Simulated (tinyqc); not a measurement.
Implanted layer, carriers, mobility and sheet resistance: one step of the calculation.

An n-type layer from the surface x = 0 to the junction xj, N(x) = N0 exp(-(x - Rp)^2/(2 sg^2)). Local neutrality (no depletion at surface or junction, no spilling of carriers), intrinsic carriers neglected, full ionisation of active dopants.

Problem. Junction depth and local values. xj = Rp + sg sqrt(2 ln(N0/Nb)); 15 equal steps from 0 to xj. Active dopant A = min(N, Ns); n = A - Nb; mobility mu = m1 + (m2 (T/300 K)^(-bt) - m1)/(1 + ((A + Nb)/Nr)^am).

Values chosen for this exercise; values close to those of phosphorus in germanium over a p-type background: temperature T = 300 K; background doping of the opposite type Nb = 4.7e15 cm^-3; peak chemical concentration N0 = 4.3e18 cm^-3; mobility limit at high doping m1 = 149 cm^2/(V s); mobility limit at low doping, at 300 K m2 = 3780 cm^2/(V s); reference doping of the mobility law Nr = 2.57e17 cm^-3; exponent of the mobility law am = 0.541; temperature exponent of m2 bt = 2.3; solubility limit of active dopant Ns = 4.92e19 cm^-3; straggle after annealing sg = 8.6 nm; projected range Rp = 13 nm.

Give: xj; x; N; A; n; mu.

Solution.

xj = 44.76 nm

```
point  x (nm)  N (cm^-3)  A (cm^-3)  n (1e18 cm^-3)  mu (cm^2/(V s))
0        0.00   1.372e18   1.372e18           1.367             1193
1        2.98   2.182e18   2.182e18           2.178             1017
2        5.97   3.078e18   3.078e18           3.073            900.0
3        8.95   3.849e18   3.849e18           3.844            830.6
4       11.94   4.267e18   4.267e18           4.263            800.3
5       14.92   4.194e18   4.194e18           4.189            805.3
6       17.90   3.655e18   3.655e18           3.650            846.2
7       20.89   2.824e18   2.824e18           2.819            928.2
8       23.87   1.934e18   1.934e18           1.929             1060
9       26.86   1.174e18   1.174e18           1.170             1256
10      29.84   6.323e17   6.323e17           0.628             1527
11      32.82   3.018e17   3.018e17           0.297             1878
12      35.81   1.277e17   1.277e17           0.123             2287
13      38.79   4.792e16   4.792e16           0.043             2699
14      41.78   1.594e16   1.594e16           0.011             3041
15      44.76   4.700e15   4.700e15           0.000             3260
```

The mobility runs from 800 to 3260 cm^2/(V s).

Range of the model: The layer is thin and light enough that depletion at the surface and the junction, left out here, would remove a good share of its carriers.

Program tinyqc, `OMP_NUM_THREADS=1 python tinyqc.py 2110145 2110146 out.jsonl`; Intel Xeon 2.30GHz, shared host, one thread, about 0.01 s.
